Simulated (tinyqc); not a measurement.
From results back to parameters: standing waves and exposure in a photoresist film. Four cases, with inputs chosen for the exercise.

Problem. Bleaching of a resist on an index-matched plate: T(0) = T12 exp(-(A + B) d), T(end) = T12 exp(-B d), T12 = 1 - ((n1 - 1)/(n1 + 1))^2, and the first slope dT/dD = T(0) C A T12 (1 - exp(-(A + B) d))/(A + B). Here d = dT and D is the dose; A, B and C are hidden.

Find: A; B; C.

Method. A = ln(T(end)/T(0))/d, B = ln(T12/T(end))/d, and the slope then gives C.

Case 1.

Values chosen (out of a larger set: a resist on Si, indices near tabulated ones; not measured data): n1 = 1.732 (resist index); dT = 1.093 micrometre (resist thickness on an index-matched plate).

T(0) = 0.374679
T(end) = 0.832105
dT/dD = 0.0071140 cm^2/mJ

Solution.

A = 0.73 1/micrometre
B = 0.10 1/micrometre
C = 0.039 cm^2/mJ

Case 2.

Values chosen (out of a larger set: a resist on Si, indices near tabulated ones; not measured data): n1 = 1.718 (resist index); dT = 0.224 micrometre (resist thickness on an index-matched plate).

T(0) = 0.831655
T(end) = 0.858149
dT/dD = 0.00032132 cm^2/mJ

Solution.

A = 0.14 1/micrometre
B = 0.36 1/micrometre
C = 0.014 cm^2/mJ

Case 3.

Values chosen (out of a larger set: a resist on polySi, indices near tabulated ones; not measured data): n1 = 1.73 (resist index); dT = 0.883 micrometre (resist thickness on an index-matched plate).

T(0) = 0.509346
T(end) = 0.896275
dT/dD = 0.0050234 cm^2/mJ

Solution.

A = 0.64 1/micrometre
B = 0.04 1/micrometre
C = 0.025 cm^2/mJ

Case 4.

Values chosen (out of a larger set: a resist on Cu, indices near tabulated ones; not measured data): n1 = 1.738 (resist index); dT = 0.405 micrometre (resist thickness on an index-matched plate).

T(0) = 0.678904
T(end) = 0.704106
dT/dD = 0.00063087 cm^2/mJ

Solution.

A = 0.09 1/micrometre
B = 0.68 1/micrometre
C = 0.032 cm^2/mJ

Computed by tinyqc, one run a case: `OMP_NUM_THREADS=1 python tinyqc.py N N+1 out.jsonl` with N = 1650939, 1650955, 1650999, 1651008; one thread of a shared Intel(R) Xeon(R) Processor @ 2.30GHz, about 0.01 s a run at most.
